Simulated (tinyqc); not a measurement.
Worked calculation: geometry optimisation on the RHF/sto-3g surface (energies and gradients from PySCF), for H4, spin multiplicity 1. One step of it, computed by the program tinyqc.

Problem. Step 2: move. Quasi-Newton step p = -H^(-1) g (the inverse Hessian comes from BFGS updates; coordinates in the order x, y, z of each atom); steps longer than 0.3 bohr are cut back (factor 0.368 here).

positions after step 1 (bohr):
```
            x          y         z
1H  -0.019715  -0.160982  0.080215
2H   0.007209  -0.179795  1.411606
3H   0.039417   2.312594  0.041183
4H  -0.066596   2.323531  1.326152
```

gradient (hartree/bohr):
```
              x            y            z
1H  -0.00021404   0.10067347  -0.02260867
2H  -0.00035539   0.09860626   0.01797298
3H  -0.00064895  -0.09969329   0.00758022
4H   0.00121838  -0.09958644  -0.00294454
```

inverse Hessian in use (bohr^2/hartree), lower triangle:
```
            1          2          3          4          5          6          7          8
1    3.333262
2    0.003756   3.490111
3   -0.005616   0.274701   2.890286
4    0.000052  -0.004786   0.004239   3.333307
5    0.003588   0.159457   0.261801  -0.004628   3.495182
6    0.005412  -0.279906   0.427920  -0.003998  -0.267209   2.920675
7    0.000366  -0.026378   0.029445  -0.000228  -0.025389  -0.028078   3.331578
8   -0.003760  -0.152635  -0.275245   0.004766  -0.155393   0.280261   0.026320   3.481870
9   -0.004850   0.345111  -0.389464   0.003042   0.332086   0.371546   0.023311  -0.344384
10  -0.000347   0.027408  -0.028068   0.000203   0.026428   0.026663   0.001617  -0.027326
11  -0.003584  -0.163599  -0.261257   0.004647  -0.165913   0.266853   0.025447   0.159491
12   0.005054  -0.339906   0.404592  -0.003283  -0.326678  -0.386807  -0.024678   0.339367

            9         10        11        12
9    3.023805
10  -0.021503   3.331861
11  -0.332813  -0.026510  3.503354
12   0.327447   0.022907  0.327217  2.988101
```

Give: positions after step 2.

Solution.

positions after step 2 (bohr):
```
          x        y        z
1H  -0.0201  -0.3050   0.0636
2H   0.0084  -0.3218   1.4345
3H   0.0444   2.4548  -0.0223
4H  -0.0724   2.4674   1.3833
```
